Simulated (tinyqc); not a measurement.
Starting guesses with plain Roothaan steps: SCF starting guesses in the sto-6g basis, for BeH, spin multiplicity 2. Computed by the program tinyqc with PySCF. 

Geometry (angstrom):

| atom | x | y | z |
|---|---|---|---|
| Be | 0.0000 | 0.0000 | 0.0000 |
| H | 0.0000 | 0.0000 | 1.4830 |

lowest solution found by these runs and by PySCF with stability checks = -15.083391 hartree

UHF with one setting changed at a time; a run stops when the energy changes by less than 1e-09 hartree and the error matrix is below 1e-5. Starts: the lowest orbitals of the core Hamiltonian, of the Wolfsberg-Helmholz matrix (K = 1.75), projected atomic densities, random orbitals, and the highest orbitals of the core Hamiltonian (a deliberately bad start).

Largest element of the error matrix X^T (FDS - SDF) X:

| iteration | core | Wolfsberg-Helmholz | atomic densities | random | highest core orbitals |
|---|---|---|---|---|---|
| 1 | 1.9e-01 | 9.0e-02 | 1.7e-01 | 2.1e+00 | 7.5e-02 |
| 2 | 3.6e-02 | 3.1e-02 | 6.4e-02 | 1.9e-01 | 1.8e-01 |
| 3 | 1.5e-02 | 2.2e-02 | 3.0e-02 | 1.2e-01 | 1.7e-01 |
| 4 | 1.4e-02 | 1.6e-02 | 1.5e-02 | 5.4e-02 | 3.2e-02 |
| 5 | 1.2e-02 | 1.3e-02 | 1.1e-02 | 4.2e-02 | 1.4e-02 |
| 6 | 1.1e-02 | 1.1e-02 | 7.8e-03 | 3.3e-02 | 1.1e-02 |
| 8 | 7.7e-03 | 8.1e-03 | 4.1e-03 | 1.9e-02 | 7.2e-03 |
| 10 | 5.4e-03 | 5.7e-03 | 2.2e-03 | 1.1e-02 | 4.9e-03 |
| 14 | 2.4e-03 | 2.6e-03 | 6.6e-04 | 3.8e-03 | 2.2e-03 |
| 20 | 6.9e-04 | 7.3e-04 | 1.1e-04 | 8.4e-04 | 6.2e-04 |
| 30 | 8.0e-05 | 8.5e-05 | - | 6.5e-05 | 7.2e-05 |

How each run ends:

| run | iterations | E (hartree) | state |
|---|---|---|---|
| core | 40 | -14.971777 | higher |
| Wolfsberg-Helmholz | 41 | -14.971777 | higher |
| atomic densities | 29 | -15.083391 | lowest found |
| random | 38 | -15.083391 | lowest found |
| highest core orbitals | 40 | -14.971777 | higher |

2 of 5 runs reach the lowest solution found, in 29 to 38 iterations (fastest: atomic densities). Ending on a higher stationary point: core, Wolfsberg-Helmholz, highest core orbitals; a small error matrix cannot reveal that, and an occupation fixed by the start is kept by symmetry or by the shape of the basin. The first errors are 2e-01, 9e-02, 2e-01, 2e+00, 7e-02; the deliberately bad start has the smallest one, so a small first error does not mark a good start.
